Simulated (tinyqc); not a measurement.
Four-band model of biased bilayer graphene near K, step by step. Values are carried at full precision from step to step, so a last printed digit may differ when a step is redone from the rounded ones.

Constants: hbar^2/2m0 = 3.80998211 eV angstrom^2.

Parameters, chosen for this exercise (near those used for Bernal bilayer graphene; shifted at random, so the results belong to these values and not to a real crystal): a = 2.46 angstrom (lattice constant); g0 = 3.19 eV (hopping in a layer); g1 = 0.338 eV (hopping of the dimer sites); g3 = 0 eV (skew hopping A1-B2); g4 = 0 eV (skew hopping A1-A2); U = 0.35 eV (potential difference of the layers); k = (0.032, 0.044) 1/angstrom (wave vector from K).

## Velocities and mass

v_j = (sqrt3/2) a g_j; low-energy mass m/m0 = c g1/v0^2 with c = hbar^2/2m0; crossover wave vector g1/(2 v0).

v0, v3, v4 (eV angstrom): 6.7960  0.0000  0.0000

mass = 0.02788 m0
crossover = 0.02487 1/angstrom

## H at one k

Basis A1, B1, A2, B2, with B1 below A2; p = kx + i ky, v_j = (sqrt3/2) a g_j. Diagonal -U/2, -U/2, U/2, U/2; <A1|B1> = <A2|B2> = v0 p*, <B1|A2> = g1, <A1|B2> = v3 p, <A1|A2> = <B1|B2> = -v4 p*.

Fill in the matrix.

H (eV), lower triangle (Hermitian):
```
,A1,B1,A2,B2
A1,-0.1750
B1,0.2175+0.2990i,-0.1750
A2,0,0.3380,0.1750
B2,0,0,0.2175+0.2990i,0.1750
```

## Levels and layer polarisation

Diagonalise; the weight on layer 1 is that of A1 and B1.

levels (eV): -0.6428  -0.1890  0.1890  0.6428

weights:
```
,band 1,band 2,band 3,band 4
A1,0.320,0.292,0.359,0.028
B1,0.513,0.000,0.348,0.138
A2,0.138,0.348,0.000,0.513
B2,0.028,0.359,0.292,0.320
```

weight on layer 1: 0.833  0.292  0.708  0.167

Band 2 has 29 % of its weight on layer 1, the layer of lower potential, and band 3 has 71 %; the dimer sites hold 35 % of band 3. The filled band leans to the upper layer here: at larger k the middle bands approach two displaced cones, each still mixed over both layers by g1, and the top filled one leans to the upper layer.

## The Mexican hat (g3 = g4 = 0)

At K the levels are -/+ U/2 and -/+ sqrt(g1^2 + U^2/4). The smallest gap, U g1/sqrt(U^2 + g1^2), lies on a ring of radius kg = (U/2 v0) sqrt((2 g1^2 + U^2)/(g1^2 + U^2)), v0 = (sqrt3/2) a g0; the height of the hat is U/2 less half that gap.

gap = 0.2431 eV
kg = 0.03135 1/angstrom
height of the hat = 53.43 meV

## Checks

- Gap on the ring from the formula against the matrix: both 0.243134.

(tinyqc, `OMP_NUM_THREADS=1 python tinyqc.py 1482678 1482679 out.jsonl`, Intel(R) Xeon(R) Processor @ 2.30GHz, 1 thread, shared host, about 0.03 s.)
